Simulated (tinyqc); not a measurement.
Deep-level transient spectroscopy: one step of the calculation.

Schottky contact on an n-type layer with shallow donors Nd (all ionised) and a donor-like deep trap, neutral when filled and positive when empty; depletion approximation. Traps within lam of the depletion edge stay filled. A long pulse to Vp fills the traps beyond x1 = Wp - lam; back at Vr those between x1 and x2 = Wr - lam emit. A rate window reads S = C(t2) - C(t1).

Task. The transient. W(t)^2 = Wr^2 + (Nt/Nd)(x2^2 - x1^2) exp(-en t), C = eps0 eps_r/W; for small Nt, dC/C = -(Nt/2 Nd) G exp(-en t) with G = (x2^2 - x1^2)/Wr^2. S = C(t2) - C(t1).

Values chosen for this exercise; material values close to those of gallium arsenide: relative permittivity eps_r = 12.9; shallow donor density Nd = 6.1e14 cm^-3; trap density Nt = 2.3e13 cm^-3; first sampling time t1 = 1 ms; second sampling time t2 = 5 ms.

Constants: eps0 = 8.8541878128e-14 F/cm where lengths are in cm. Results are converted to the units shown.

t, sample 0 to 6 (ms): 0  0.5  1  3  5  10  25
en = 316.94591 1/s
Wr = 3095.4453 nm
G = (x2^2 - x1^2)/Wr^2 = 0.46785099

Find: C; C - C(final); S.

Result.

```
sample  C (nF/cm^2)  C - C(final) (pF/cm^2)
0             3.658                  -32.12
1             3.662                  -27.47
2             3.666                  -23.48
3             3.677                  -12.51
4             3.683                   -6.65
5             3.689                   -1.37
6             3.690                   -0.01
```

S = 16.83 pF/cm^2

Numbers from tinyqc (`OMP_NUM_THREADS=1 python tinyqc.py 2050098 2050099 out.jsonl`; about 0.01 s on one thread of a shared Intel Xeon 2.30GHz).
